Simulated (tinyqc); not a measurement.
Global model of a low-pressure process discharge: electron temperature, density, ion flux and ion energy. Changing the height L. Computed by tinyqc, a small Python program. Command: `OMP_NUM_THREADS=1 python tinyqc.py 3111797 3111798 out.jsonl plasma sweep`. One thread of a shared host (Intel(R) Xeon(R) Processor @ 2.30GHz), about 0.01 s of CPU time with the checks.

Maxwellian electrons with temperature T_e in eV, one positive ion, no negative ions, uniform bulk density n; rate constants have the Arrhenius form.

Inputs (values chosen for the exercise, of the order of those of an inductive discharge in a simple atomic gas):
```
quantity                      value   unit
ion mass M                       32      u
ionisation prefactor K0     2.1e-14  m^3/s
ionisation energy E_iz           16     eV
excitation prefactor X0       6e-15  m^3/s
excitation energy E_ex         9.53     eV
elastic rate constant K_el  1.1e-13  m^3/s
ion-neutral cross section   1.2e-18    m^2
pressure p                      0.2     Pa
gas temperature T_g             300      K
radius R                         24     cm
absorbed power P               2400      W
```

Constants: k_B = 1.380649e-23 J/K; e = 1.602176634e-19 C; u = 1.6605390666e-27 kg; m_0 = 9.1093837015e-31 kg.

Method:
- n_g = p/(k_B T_g); lambda_i = 1/(n_g sigma); h_L = 0.86/sqrt(3 + L/(2 lambda_i)), h_R = 0.8/sqrt(4 + R/lambda_i); A_eff = 2 pi R^2 h_L + 2 pi R L h_R; d_eff = pi R^2 L/A_eff.
- Particle balance: K0 exp(-E_iz/T_e) n_g d_eff = u_B, u_B = sqrt(e T_e/M).
- Root found by bracketing.
- E_c = E_iz + (X0 exp(-E_ex/T_e) E_ex + K_el (3 m_0/M) T_e)/K_iz; wall potential V_s = (T_e/2) ln(M/(2 pi m_0)); E_T = E_c + 2 T_e + T_e/2 + V_s; n = P/(e u_B A_eff E_T); ion current density J = e h_L n u_B; ionised share n/n_g.

One run for each value:
```
height L (cm)  T_e (eV)  ion current density J (mA/cm^2)  plasma density n (1/cm^3)  d_eff (cm)
2.0              12.898                           5.7394                 1.2637e+11       2.126
3.1               8.337                           7.7658                 2.2194e+11       3.370
4.7               6.425                           8.8322                 3.0415e+11       5.236
7.2               5.262                           9.2318                 3.7935e+11       8.218
11.0              4.500                           8.9398                 4.3814e+11      12.720
17.0              3.962                           7.9487                 4.6989e+11      19.345
26.0              3.600                           6.4542                 4.6143e+11      27.671
40.0              3.354                           4.7199                 4.1146e+11      37.020
```

Over the rows, T_e (eV) falls from 12.9 to 3.35 (exponent d ln y / d ln x -1.00 between the first rows and -0.16 between the last); ion current density J (mA/cm^2) goes from 5.74 through a maximum among these rows, 9.23 at 7.20, to 4.72; plasma density n (1/cm^3) goes from 1.26e11 through a maximum among these rows, 4.70e11 at 17.0, to 4.11e11.

Extremes, crossings and ranges named in words are read from the listed rows.
